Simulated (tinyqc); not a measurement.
## Undoped symmetric double-gate MOSFET, analytic potential model: effect of the gate work function less that of the intrinsic body

An undoped body of thickness ts between two equal insulators and tied gates; long channel, electrons only, n = ni exp((psi - V)/Vt) with V the quasi-Fermi potential (0 at the source, Vd at the drain), constant mobility, no quantisation. Across the body psi(x) = V - 2 Vt ln[(ts/(2 beta)) sqrt(q ni/(2 eps0 eps_r Vt)) cos(2 beta x/ts)], x from the centre. Q is the electron charge per area of the whole body.

ni = sqrt(Nc Nv) exp(-Eg/(2 Vt)), Eg in volts; r = eps_r tox/(eox ts); V0 = dphi + 2 Vt ln[(2/ts) sqrt(2 eps0 eps_r Vt/(q ni))]. beta (between 0 and pi/2) solves (Vg - V0 - V)/(2 Vt) = ln(beta) - ln(cos beta) + 2 r beta tan(beta). Q = 8 eps0 eps_r Vt beta tan(beta)/ts; I = mu (1/L)(4 eps0 eps_r/ts)(2 Vt)^2 [g(beta_s) - g(beta_d)] per width, g = beta tan(beta) - beta^2/2 + r beta^2 tan^2(beta), with beta_s at V = 0 and beta_d at V = Vd.  I(low) is taken at Vg = 0.43 V, Qs and I(high) at Vg = 1.18 V.

Values chosen for this exercise; material values close to those of silicon: temperature T = 300 K; band gap Eg = 1.12 eV; relative permittivity of the semiconductor eps_r = 11.9; conduction-band density of states at T Nc = 2.83e19 cm^-3; valence-band density of states at T Nv = 2.66e19 cm^-3; relative permittivity of the gate insulator eox = 3.85; insulator thickness tox = 3.3 nm; body thickness ts = 15 nm; channel mobility mu = 330 cm^2/(V s); gate length L = 1 um; drain voltage Vd = 0.8 V.

Constants: q = 1.602176634e-19 C, kB = 1.380649e-23 J/K, Vt = kB T/q, eps0 = 8.8541878128e-14 F/cm where lengths are in cm. Results are converted to the units shown.

Results:
```
dphi (V),V0 (V),I(low) (nA/um),Qs(high) (nC/cm^2),I(high) (uA/um)
0.07,0.53137,23.790,1120.2,116.92
0.12,0.58137,3.5338,1026.0,99.217
0.17,0.63137,0.51293,932.51,83.061
0.22,0.68137,0.074192,839.92,68.440
0.27,0.73137,0.010726,748.36,55.338
0.37,0.83137,2.2414e-4,569.15,33.615
```

Estimate the missing row, dphi = 0.32 V.

Computed row:
```
dphi (V),V0 (V),I(low) (nA/um),Qs(high) (nC/cm^2),I(high) (uA/um)
0.32,0.78137,0.0015505,658.02,43.737
```

With this row back in the table: As dphi goes from 0.07 to 0.37 V, I(low) falls from 23.8 to 2.24e-4 nA/um and I(high) falls from 117 to 33.6 uA/um. V0 rises from 0.531 to 0.831 V. In every row the surface density at the source at the higher gate voltage passes 0.3 Nc, where Boltzmann statistics fail.

Computed by the program tinyqc: `OMP_NUM_THREADS=1 python tinyqc.py 2440164 2440165 out.jsonl`, one thread of a shared Intel Xeon 2.30GHz, about 0.02 s for the whole run.
